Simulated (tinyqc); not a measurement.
Width of the well: hydrogenic donor in a hard-walled well (variational).

Trial function cos(pi z/L) exp(-r/lam), r measured from the donor at zi, walls at +/- L/2, one eps everywhere. Counted from the lowest subband, E(lam) = c/(m lam^2) - (q/eps) I0/I1, with I0 the integral of cos^2(pi z/L) exp(-2|z - zi|/lam) over the well and I1 the same with the factor (|z - zi| + lam/2); c = hbar^2/2m0, q = e^2/(4 pi eps0). The binding energy is -E at the minimum.

Constants: hbar^2/2m0 = 3.80998211 eV angstrom^2; e^2/(4 pi eps0) = 14.39964547 eV angstrom.

Values chosen for the exercise (out of a larger set: near those of InP; not measured data):
```
symbol  value                              unit      meaning
m       0.077                              m0        mass
eps     12.3                                         dielectric constant
Ls      (15, 34, 69, 135, 266, 511, 1122)  angstrom  widths
```

Ry* = 6.9247 meV
a* = 84.531 angstrom

Donor at the centre and at the wall (zi = L/2).

Binding:
```
L (angstrom),L/a*,centre (meV),in Ry*,wall (meV),in Ry*,centre/wall
15,0.18,23.35,3.372,17.73,2.561,1.32
34,0.40,20.10,2.902,13.15,1.900,1.53
69,0.82,16.62,2.401,9.44,1.363,1.76
135,1.60,13.28,1.918,6.56,0.947,2.03
266,3.15,10.37,1.498,4.40,0.635,2.36
511,6.05,8.40,1.213,3.00,0.433,2.80
1122,13.27,7.30,1.054,2.09,0.302,3.49
```

At the centre the binding falls from 3.37 to 1.05 Ry*, between the limits 4 and 1. At the wall it falls from 2.56 to 0.30 Ry*, towards 1/4: the wall forces a node through the donor, as in a 2p state. With this trial function, which underbinds wall donors by about a tenth, the wall donor drops below the bulk value between 69 and 135 angstrom. The ratio grows from 1.32 to 3.49.

Computed by tinyqc, a small Python program: `OMP_NUM_THREADS=1 python tinyqc.py 1280324 1280325 out.jsonl` (the numbers bound the seed that draws the inputs); one thread of a shared host (Intel(R) Xeon(R) Processor @ 2.30GHz), about 0.02 s for the whole set of steps.
